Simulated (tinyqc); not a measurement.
# Inputs raised by 5 %, one at a time

Model: lateral field, substrate current, probability of reaching the oxide barrier and hot-carrier lifetime of a silicon transistor (pseudo-two-dimensional and lucky-electron models). Computed by tinyqc, a small Python program. Command: `OMP_NUM_THREADS=1 python tinyqc.py 3027384 3027385 out.jsonl hotcar sens`. One thread of a shared host (Intel(R) Xeon(R) Processor @ 2.30GHz), about 0.01 s of CPU time with the checks.

Local-field models: a lucky carrier gains its energy at the peak field over a path free of collisions. Voltages are magnitudes.

Inputs (values chosen for the exercise, modelled on a silicon n-channel):
```
quantity                              value                      unit
channel length L                        990                        nm
oxide thickness t                        23                        nm
junction depth x_j                      230                        nm
mobility mu                             310                cm^2/(V s)
saturation velocity v_s                0.88                  1e7 cm/s
threshold voltage V_T                  0.53                         V
gate voltage V_G                        5.4                         V
drain voltage V_D                       9.2                         V
ionisation prefactor A_i              2e+06                      1/cm
ionisation field B_i                   1.68                     MV/cm
hot-carrier mean free path lambda       7.7                        nm
oxide barrier phi_b                     3.1                        eV
interface-trap threshold phi_it         3.8                        eV
lifetime constant H                     400  s microampere/micrometre
length of the depleted extension L_n    130                        nm
```

Drain: lightly doped extension.

Constants: eps_0 = 8.8541878128e-12 F/m.

Method:
- C_ox = 3.9 eps_0/t; F_sat = 2 v_s/mu; V_Dsat = V_ov F_sat L/(V_ov + F_sat L), V_ov = V_G - V_T; I_D/W = C_ox v_s (V_ov - V_Dsat).
- Scale length l = 0.22 t^(1/3) x_j^(1/2) (all in cm); F_m = sqrt(((V_D - V_Dsat)/l_e)^2 + F_sat^2), with l_e = l + L_n; length of the velocity-saturated region l_e ln((V_D - V_Dsat)/(l_e F_sat) + F_m/F_sat).
- Substrate current I_sub/I_D = (A_i/B_i)(V_D - V_Dsat) exp(-B_i/F_m); probability of reaching the oxide barrier exp(-phi_b/(e lambda F_m)); lifetime tau = (H/(I_D/W)) exp(phi_it/(e lambda F_m)).

Runs; columns: (1) input moved; (2) from; (3) to; (4) peak field F_m (kV/cm); (5) substrate current I_sub/W (microampere/micrometre); (6) lifetime tau (s); (7) drain current I_D/W (microampere/micrometre):
```
(1)                                         (2)     (3)     (4)     (5)         (6)     (7)
base run                                      -       -  251.26  2.9246  4.5383e+08  298.69
channel length L (nm)                       990  1039.5  249.13  2.6657  5.5134e+08  290.90
junction depth x_j (nm)                     230   241.5  248.26  2.6972  5.7568e+08  298.69
gate voltage V_G (V)                        5.4    5.67  248.53  2.9172  5.1863e+08  324.38
drain voltage V_D (V)                       9.2    9.66  267.93  4.7427  1.3372e+08  298.69
ionisation field B_i (MV/cm)               1.68   1.764  251.26  1.9938  4.5383e+08  298.69
length of the depleted extension L_n (nm)   130   136.5  245.64  2.5100  7.1109e+08  298.69
threshold voltage V_T (V)                  0.53  0.5565  251.54  2.9249  4.4790e+08  296.20
```

Exponents ln(y'/y) / ln(x'/x):
```
input                                 peak field F_m  substrate current I_sub/W  lifetime tau  drain current I_D/W
channel length L                              -0.175                     -1.900         3.989               -0.542
junction depth x_j                            -0.247                     -1.659         4.875                0.000
gate voltage V_G                              -0.224                     -0.052         2.735                1.691
drain voltage V_D                              1.317                      9.909       -25.045                0.000
ionisation field B_i                           0.000                     -7.852         0.000                0.000
length of the depleted extension L_n          -0.463                     -3.133         9.204                0.000
threshold voltage V_T                          0.022                      0.002        -0.270               -0.172
```

Among the inputs moved here: peak field F_m answers most in size to drain voltage V_D (exponent +1.317), next to length of the depleted extension L_n (-0.463); its exponent is below 0.0005 for ionisation field B_i. Substrate current I_sub/W answers most in size to drain voltage V_D (exponent +9.909), next to ionisation field B_i (-7.852). Lifetime tau answers most in size to drain voltage V_D (exponent -25.045), next to length of the depleted extension L_n (+9.204); its exponent is below 0.0005 for ionisation field B_i. Drain current I_D/W answers most in size to gate voltage V_G (exponent +1.691), next to channel length L (-0.542); its exponent is below 0.0005 for junction depth x_j, drain voltage V_D, ionisation field B_i, length of the depleted extension L_n.

Caution (rows drain voltage V_D): the saturated region fills most of the channel, so the split into two regions is rough.

Extremes, crossings and ranges named in words are read from the listed rows.
